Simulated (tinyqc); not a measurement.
Threshold switch as oscillator and as selector in a crossbar: one step of the calculation.

Off state: I = Ith sinh(V/V0)/sinh(Vth/V0) up to Vth. On state: V = Vh + I Ron down to the holding current Ih, at Vl = Vh + Ih Ron. Switching is instantaneous.

Question. Relaxation oscillation. With a load RL from Vs and C across the switch, it oscillates if the load line misses both branches: (Vs - Vl)/Ih < RL < (Vs - Vth)/Ith. Charging without leakage takes RL C ln[(Vs - Vl)/(Vs - Vth)]; discharging takes (RL || Ron) C ln[(Vth - Ve)/(Vl - Ve)], Ve = (Vs Ron + Vh RL)/(Ron + RL).

Inputs (values chosen for the exercise); values of the order of Ge-Sb-Te and related chalcogenides:
```
symbol  value  unit                        meaning
Vth       1.9     V              threshold voltage
Vh       0.62     V                holding voltage
Ron       1.4  kohm            on-state resistance
Ith       1.2    uA           current at threshold
Ih         20    uA                holding current
C         420    fF  capacitance across the switch
Vs       2.33     V                 supply voltage
RL        110  kohm                load resistance
```

Give: Vl; smallest RL; largest RL; charging time; Ve; discharging time; frequency.

Answer.

Vl = 0.6480 V
smallest RL = 84.10 kohm
largest RL = 358.3 kohm
charging time = 63.01 ns
Ve = 0.6415 V
discharging time = 3.057 ns
frequency = 15.14 MHz

With the off-state leakage included the charging takes 68.23 ns, 8.3 % above this value.

Range of the model: Delay times, drift of Vth and line resistance are left out.

Numbers from tinyqc (`OMP_NUM_THREADS=1 python tinyqc.py 2490130 2490131 out.jsonl`; about 0.01 s on one thread of a shared Intel Xeon 2.30GHz).
